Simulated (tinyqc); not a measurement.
Mass and g factor above the band edge: five-level k.p model folded onto the conduction band.

Second-order sums for the lowest conduction level at E: 1/m = 1 + Cm + (Ep/3)(2/E + 1/(E + Dso)) - (Ep2/3)(2/(E7 + D2 - E) + 1/(E7 - E)); g/2 = 1 + Cg - (Ep/3)(1/E - 1/(E + Dso)) - (Ep2/3)(1/(E7 - E) - 1/(E7 + D2 - E)). E is counted from the top of the valence band; E = Eg at the edge.

Values chosen for the exercise (near those of InAs; not measured data): Eg = 0.433 eV (gap at Gamma to the s-like level); Dso = 0.376 eV (spin-orbit splitting); Ep = 21.5 eV (Kane energy); E7 = 4.37 eV (upper Gamma7 conduction level, from the valence top); D2 = 0.16 eV (its spin-orbit splitting, Gamma8 above Gamma7); Ep2 = 6.1 eV (Kane energy to the upper levels); Cm = -1.4 (remote term in 1/m); Cg = 0 (remote term in g/2).

The sums are evaluated at E = Eg + dE, as is done for confined or hot electrons.

Results:

| dE (meV) | m(E) | g(E) | m(E)/m(Eg) | 1 + dE/Eg |
|---|---|---|---|---|
| 0 | 0.0250 | -13.425 | 1.0000 | 1.0000 |
| 10 | 0.0255 | -12.895 | 1.0219 | 1.0231 |
| 26 | 0.0264 | -12.103 | 1.0570 | 1.0600 |
| 52 | 0.0278 | -10.947 | 1.1142 | 1.1201 |
| 78 | 0.0292 | -9.932 | 1.1714 | 1.1801 |
| 104 | 0.0307 | -9.035 | 1.2289 | 1.2402 |
| 156 | 0.0336 | -7.526 | 1.3444 | 1.3603 |

Over 156 meV the mass grows by 34.4 %, against 36.0 % for two levels alone, and g moves from -13.425 to -7.526, towards the free value 2.

Program tinyqc; command `OMP_NUM_THREADS=1 python tinyqc.py 1050365 1050366 out.jsonl`; about 0.01 s on one thread of a shared Intel(R) Xeon(R) Processor @ 2.30GHz.
